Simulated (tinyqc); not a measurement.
Resistance of a source-drain extension with a graded tip: two steps of the calculation.

y runs along the channel, the gate covers y > 0. The doping is N0 for y < y0 and N0 10^(-(y - y0)/la) beyond, uniform over the depth xj. Sheet conductance s(y) = q mu(N) max(N - Nch, 0) xj + (for y > 0) ma Cox Vo, with mu(N) = u0 + (u1 - u0)/(1 + (N/Nr)^au) and Cox = eps0 eox/tox. Current is taken as one-dimensional; depletion of the tip, spreading and the contact are left out. The metallurgical junction lies at yj, where N = Nch.

Parameters, values chosen for the exercise; mobility law close to that of holes in silicon:
- eox = 3.9 (relative permittivity of the gate insulator (close to silicon dioxide))
- tox = 1.2 nm (insulator thickness)
- N0 = 1.1e20 cm^-3 (active doping of the extension far from the gate)
- la = 5.7 nm/decade (lateral abruptness)
- y0 = -0.5 nm (position under the gate where the fall begins (gate edge at 0))
- xj = 25 nm (depth of the extension)
- Nch = 2.6e18 cm^-3 (channel doping)
- Vo = 0.39 V (gate overdrive)
- ma = 88 cm^2/(V s) (mobility of the gate-induced layer)
- u1 = 470.5 cm^2/(V s) (mobility at low doping)
- u0 = 44.9 cm^2/(V s) (mobility at high doping)
- Nr = 2.23e17 cm^-3 (reference doping)
- au = 0.719 (exponent)
- Lg = 50 nm (gate length)

Constants: q = 1.602176634e-19 C, eps0 = 8.8541878128e-14 F/cm where lengths are in cm. Results are converted to the units shown.

Task 1. Sheet resistances and junction position. yj = y0 + la log10(N0/Nch); sheet resistance of the full extension 1/[q mu(N0)(N0 - Nch) xj] and of the gate-induced layer 1/(ma Cox Vo); metallurgical length Lg - 2 yj; ye is where the doped and the gate-induced conductances are equal.

Find: yj; sheet resistance of the extension; sheet resistance of the induced layer; metallurgical length; ye; N at ye.

Result 1.

yj = 8.771 nm
sheet resistance of the extension = 467.1 ohm/square
sheet resistance of the induced layer = 1.013e4 ohm/square
metallurgical length = 32.46 nm
ye = 6.888 nm
N at ye = 5.562e18 cm^-3

The gate takes over 1.88 nm before the junction, where N is still 2.14 times the channel doping.

Task 2. Resistance of the overlapped part. Midpoint rule on 9 equal steps from 0 to yj: R_ov = sum h/s(y), per width.

Wanted: y; N; doped conductance; sheet resistance; R_ov.

Result 2.

```
point	y (nm)	N (cm^-3)	doped conductance (uS)	sheet resistance (ohm/square)
0	0.48726	7.3823e19	1465.3	639.35
1	1.4618	4.9799e19	1010.3	901.70
2	2.4363	3.3594e19	697.15	1256.4
3	3.4108	2.2662e19	479.81	1728.4
4	4.3853	1.5287e19	326.94	2349.1
5	5.3598	1.0312e19	217.21	3164.8
6	6.3343	6.9565e18	136.08	4258.3
7	7.3088	4.6927e18	73.527	5804.3
8	8.2833	3.1656e18	22.636	8237.5
```

R_ov = 27.617 ohm um

tinyqc, about 0.04 s, one thread, Intel Xeon 2.30GHz (shared host): `OMP_NUM_THREADS=1 python tinyqc.py 2282276 2282277 out.jsonl`
